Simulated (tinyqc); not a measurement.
Geometry optimisation on the RHF/sto-3g surface (energies and gradients from PySCF), for BeH2, spin multiplicity 1, step by step. Computed by tinyqc, a small Python program that keeps every step (integrals from PySCF). Settings: charge = 0, multiplicity = 1, basis = sto-3g, optimiser = bfgs, first Hessian = 0.3, largest step = 0.3, iteration cap = 30. Command: `OMP_NUM_THREADS=1 python tinyqc.py 22291 22292 out.jsonl` (the two numbers bound the seeds that draw the settings). One thread of a shared host (Intel(R) Xeon(R) Processor @ 2.60GHz), about 0.6 s of CPU time with the checks.

## Step 1: energy and gradient

positions at the start (bohr), order 1Be, 2H, 3H:
$$\begin{pmatrix}
-0.079368 & 0.100155 & -0.043464 \\
0.102045 & 2.292238 & 0.124722 \\
-0.015118 & -2.290348 & 0.266451
\end{pmatrix}$$

Self-consistent energy and analytic gradient at these positions.

energy = -15.55199003 hartree

gradient (hartree/bohr), order 1Be, 2H, 3H:
$$\begin{pmatrix}
-0.00011902 & 0.06320242 & -0.00522036 \\
-0.00262271 & -0.07035056 & 0.00062467 \\
0.00274173 & 0.00714814 & 0.00459569
\end{pmatrix}$$

## Step 1: move

Quasi-Newton step p = -H^(-1) g (first H = 0.3 times the unit matrix); steps longer than 0.3 bohr are cut back (factor 0.946 here).

positions after step 1 (bohr), order 1Be, 2H, 3H:
$$\begin{pmatrix}
-0.078993 & -0.099067 & -0.027008 \\
0.110312 & 2.513992 & 0.122753 \\
-0.023760 & -2.312880 & 0.251965
\end{pmatrix}$$

## Step 2: energy and gradient

As before.

energy = -15.55043762 hartree

gradient (hartree/bohr), order 1Be, 2H, 3H:
$$\begin{pmatrix}
-0.00625366 & -0.09800652 & -0.00402361 \\
0.00501303 & 0.03684198 & 0.00652359 \\
0.00124063 & 0.06116453 & -0.00249998
\end{pmatrix}$$

## Step 2: move

inverse Hessian in use (bohr^2/hartree):
```
           1          2          3          4          5          6          7          8
1   3.333622  -0.075314   0.006497   0.003104   0.085479  -0.000915  -0.003392  -0.010165
2  -0.075314   1.937895  -0.031451   0.069360   0.678605   0.076910   0.005955   0.716833
3   0.006497  -0.031451   3.348049   0.000359   0.107252  -0.007803  -0.006856  -0.075801
4   0.003104   0.069360   0.000359   3.329980  -0.040909  -0.003078   0.000250  -0.028451
5   0.085479   0.678605   0.107252  -0.040909   3.551557  -0.094253  -0.044571  -0.896829
6  -0.000915   0.076910  -0.007803  -0.003078  -0.094253   3.334990   0.003994   0.017343
7  -0.003392   0.005955  -0.006856   0.000250  -0.044571   0.003994   3.336476   0.038616
8  -0.010165   0.716833  -0.075801  -0.028451  -0.896829   0.017343   0.038616   3.513329
9  -0.005582  -0.045459  -0.006913   0.002719  -0.012999   0.006146   0.002863   0.058458

           9
1  -0.005582
2  -0.045459
3  -0.006913
4   0.002719
5  -0.012999
6   0.006146
7   0.002863
8   0.058458
9   3.334100
```

Quasi-Newton step p = -H^(-1) g (the inverse Hessian comes from BFGS updates; coordinates in the order x, y, z of each atom); steps longer than 0.3 bohr are cut back.

positions after step 2 (bohr), order 1Be, 2H, 3H:
$$\begin{pmatrix}
-0.068048 & 0.020445 & -0.015854 \\
0.103712 & 2.506317 & 0.110935 \\
-0.028105 & -2.424717 & 0.252628
\end{pmatrix}$$

## Step 3: energy and gradient

As before.

energy = -15.55989839 hartree

gradient (hartree/bohr), order 1Be, 2H, 3H:
$$\begin{pmatrix}
-0.00527112 & -0.00787974 & -0.00929894 \\
0.00300362 & 0.01219452 & 0.00468971 \\
0.00226750 & -0.00431478 & 0.00460923
\end{pmatrix}$$

## Step 3: move

inverse Hessian in use (bohr^2/hartree):
```
           1          2          3          4          5          6          7          8
1   3.352923   0.036304   0.034004  -0.008189   0.054900  -0.019754  -0.011401  -0.091203
2   0.036304   2.074256   0.167868   0.005836   0.414225  -0.021760  -0.042140   0.844852
3   0.034004   0.167868   3.384068  -0.015876   0.070592  -0.035463  -0.018128  -0.238460
4  -0.008189   0.005836  -0.015876   3.336581  -0.022710   0.007908   0.004942   0.016874
5   0.054900   0.414225   0.070592  -0.022710   3.584954  -0.062639  -0.032189  -0.665846
6  -0.019754  -0.021760  -0.035463   0.007908  -0.062639   3.353171   0.011846   0.084399
7  -0.011401  -0.042140  -0.018128   0.004942  -0.032189   0.011846   3.339792   0.074329
8  -0.091203   0.844852  -0.238460   0.016874  -0.665846   0.084399   0.074329   3.154327
9  -0.014249  -0.146108  -0.015272   0.007967  -0.007953   0.015626   0.006282   0.154061

           9
1  -0.014249
2  -0.146108
3  -0.015272
4   0.007967
5  -0.007953
6   0.015626
7   0.006282
8   0.154061
9   3.332979
```

As before.

positions after step 3 (bohr), order 1Be, 2H, 3H:
$$\begin{pmatrix}
-0.050626 & 0.037990 & 0.015552 \\
0.093810 & 2.464408 & 0.095609 \\
-0.035624 & -2.400353 & 0.236548
\end{pmatrix}$$

## Convergence

Stop when the largest gradient component is below 3e-5 hartree/bohr. The inverse Hessian follows the BFGS update with s = step, y = change of gradient.

Course of the optimisation:
```
step   E (hartree)  largest gradient (hartree/bohr)
1     -15.55199003                         7.04e-02
2     -15.55043762                         9.80e-02
3     -15.55989839                         1.22e-02
4     -15.56071794                         6.54e-03
5     -15.56107267                         4.08e-03
6     -15.56134999                         7.82e-04
7     -15.56135273                         1.27e-04
8     -15.56135281                         2.09e-05
```

Final distances (angstrom):
```
pair    distance
2H-1Be  1.290504
3H-1Be  1.290491
3H-2H   2.580995
```

Converged in 8 steps.
